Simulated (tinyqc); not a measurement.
Worked calculation: Hubbard ring of 3 sites. Computed by tinyqc, a small Python program that keeps every step. Settings: hopping = 1.89, U = 1.5, mixing = 0.5, iteration cap = 89. Command: `OMP_NUM_THREADS=1 python tinyqc.py 26389 26390 out.jsonl` (the two numbers bound the seeds that draw the settings). One thread of a shared host (Intel(R) Xeon(R) Processor @ 2.60GHz), about 0.3 s of CPU time with the checks. Later iterations appear only in the table of the cycle.

## Mean-field iteration 1

one-body matrix (hopping and site energies) (eV):
```
           1          2          3
1   0.000000  -1.890000  -1.890000
2  -1.890000   0.000000  -1.890000
3  -1.890000  -1.890000   0.000000
```

U = 1.500000 eV

electrons, up and down: 2  1

mixing = 0.500000

n(up) at the start (a guess, not normalised): 1 1.000000, 2 0.217000, 3 1.000000

n(down) at the start (a guess): 1 0.000000, 2 0.783000, 3 0.000000

H(up) = T + U n(down), H(down) = T + U n(up); fill the lowest levels; n(new) = n + mixing (n(out) - n); E = tr T (rho up + rho down) + U sum n_up n_down of the output.

levels, up (eV): -3.438657  1.890000  2.723157

levels, down (eV): -2.728949  2.664449  3.390000

energy = -4.657215 eV

n(up) after iteration 1: 1 0.937167, 2 0.234166, 3 0.937167

n(down) after iteration 1: 1 0.141583, 2 0.608334, 3 0.141583

## Mean-field iteration 2

As before.

levels, up (eV): -3.352645  2.102374  2.587520

levels, down (eV): -2.771813  2.638812  3.295751

energy = -4.681601 eV

n(up) after iteration 2: 1 0.898088, 2 0.258074, 3 0.898088

n(down) after iteration 2: 1 0.215094, 2 0.515563, 3 0.215094

## Convergence

Each step fills the lowest levels of T + U n(other spin) and sets n(new) = n + mixing (n(out) - n); stop when output and input agree to 1e-8.

Course of the cycle:
```
iteration       E (eV)  largest |n(out) - n(in)|  mean |n_up - n_down|
1          -4.65721487                  3.49e-01              0.454892
2          -4.68160054                  1.86e-01              0.427206
3          -4.68965385                  1.01e-01              0.409902
4          -4.69235153                  5.66e-02              0.399403
5          -4.69327119                  3.22e-02              0.393112
6          -4.69358862                  1.86e-02              0.389365
7          -4.69369899                  1.09e-02              0.387139
8          -4.69373753                  6.39e-03              0.385819
9          -4.69375100                  3.77e-03              0.385036
10         -4.69375572                  2.23e-03              0.384572
11         -4.69375738                  1.33e-03              0.384297
...                ...                       ...                   ...
24         -4.69375827                  1.50e-06              0.383899
25         -4.69375827                  8.89e-07              0.383899
26         -4.69375827                  5.27e-07              0.383898
27         -4.69375827                  3.12e-07              0.383898
28         -4.69375827                  1.85e-07              0.383898
29         -4.69375827                  1.09e-07              0.383898
30         -4.69375827                  6.48e-08              0.383898
31         -4.69375827                  3.84e-08              0.383898
32         -4.69375827                  2.27e-08              0.383898
33         -4.69375827                  1.35e-08              0.383898
34         -4.69375827                  7.98e-09              0.383898
```

local moments n_up - n_down: 1 0.537924, 2 -0.075847, 3 0.537924

Converged in 34 iterations. Before convergence this energy mixes input and output and is not variational, so it may rise towards its limit.

## The many-body Hamiltonian

Basis: all placements (u, d, 2, 0 on each site), up operators ordered before down ones; hops carry the sign of the same-spin electrons passed.

H (eV):
```
           2u0        u20        uud        20u        udu        u02        duu        02u
2u0   1.500000  -1.890000  -1.890000  -1.890000   0.000000   0.000000   1.890000   0.000000
u20  -1.890000   1.500000  -1.890000   0.000000  -1.890000   0.000000   0.000000   1.890000
uud  -1.890000  -1.890000   0.000000   0.000000   0.000000  -1.890000   0.000000   0.000000
20u  -1.890000   0.000000   0.000000   1.500000  -1.890000  -1.890000  -1.890000   0.000000
udu   0.000000  -1.890000   0.000000  -1.890000   0.000000  -1.890000   0.000000  -1.890000
u02   0.000000   0.000000  -1.890000  -1.890000  -1.890000   1.500000   0.000000   0.000000
duu   1.890000   0.000000   0.000000  -1.890000   0.000000   0.000000   0.000000  -1.890000
02u   0.000000   1.890000   0.000000   0.000000  -1.890000   0.000000  -1.890000   1.500000
0u2   0.000000   0.000000   1.890000   0.000000   0.000000  -1.890000  -1.890000  -1.890000

           0u2
2u0   0.000000
u20   0.000000
uud   1.890000
20u   0.000000
udu   0.000000
u02  -1.890000
duu  -1.890000
02u  -1.890000
0u2   1.500000
```

## Exact diagonalisation (9 states)

Lowest levels of the sector, and the double occupancy of the lowest state.

lowest levels (eV): -4.739552  -4.739552  0.000000  1.007599  1.007599  1.500000

double occupancy per site = 0.190675

The mean-field solution above lies 0.0458 eV above the exact energy.

## The lowest level by Lanczos steps

From a random start vector (not printed): a_j = <q_j|H|q_j>, b_j = norm of the remainder after orthogonalising; the Ritz value is the lowest eigenvalue of the tridiagonal matrix of a and b so far.

Lanczos:
```
j   a_j (eV)  b_j (eV)  lowest Ritz value (eV)
1   1.568454  2.651123              1.56845436
2   2.545091  4.670525             -0.63894780
3  -1.084597  0.779134             -4.66847161
4   0.391772  0.598740             -4.73870501
5   1.079280         0             -4.73955202
```
